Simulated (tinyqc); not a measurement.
From T_e back to height L: global model of a low-pressure process discharge: electron temperature, density, ion flux and ion energy. Computed by tinyqc, a small Python program. Command: `OMP_NUM_THREADS=1 python tinyqc.py 3110276 3110277 out.jsonl plasma inv`. One thread of a shared host (Intel(R) Xeon(R) Processor @ 2.30GHz), about 0.01 s of CPU time with the checks.

Maxwellian electrons with temperature T_e in eV, one positive ion, no negative ions, uniform bulk density n; rate constants have the Arrhenius form.

Inputs (values chosen for the exercise, of the order of those of an inductive discharge in a simple atomic gas):
```
quantity,value,unit
ion mass M,40,u
ionisation prefactor K0,3.4e-14,m^3/s
ionisation energy E_iz,13.3,eV
ion-neutral cross section,6.3e-19,m^2
pressure p,4.3,Pa
gas temperature T_g,600,K
radius R,18,cm
```

Constants: k_B = 1.380649e-23 J/K; e = 1.602176634e-19 C; u = 1.6605390666e-27 kg.

Method:
- n_g = p/(k_B T_g); lambda_i = 1/(n_g sigma); h_L = 0.86/sqrt(3 + L/(2 lambda_i)), h_R = 0.8/sqrt(4 + R/lambda_i); A_eff = 2 pi R^2 h_L + 2 pi R L h_R; d_eff = pi R^2 L/A_eff.
- Particle balance: K0 exp(-E_iz/T_e) n_g d_eff = u_B, u_B = sqrt(e T_e/M).
- Root found by bracketing.

Problem. A run gave the result below. Find the height L, known to lie between 12 and 15 cm.

T_e = 1.72745 eV

Solution.

Each step takes the trial c = (a f_b - b f_a)/(f_b - f_a), f being the result less the target and a, b, c the logarithms of the listed values; c replaces end b, the old b replaces a if the sign of f changed, and otherwise f_a is halved.

Scan of the range:
```
height L (cm),T_e (eV)
12.0,1.74046
12.5,1.73020
12.9,1.72247
13.4,1.71336
13.9,1.70480
14.5,1.69520
15.0,1.68770
```

False position (Illinois rule, in the logarithm of the input) inside the bracket:
```
step,end a,end b,trial,T_e (eV)
1,12.5000,12.9000,12.6409,1.72743
2,12.5000,12.6409,12.6390,1.72747
3,12.6409,12.6390,12.6400,1.72745
```

T_e falls at every point of a 13-point scan of the range (every second point is shown), so one value fits; it is bracketed by 12.5 and 12.9. Answer: height L = 12.64 cm.
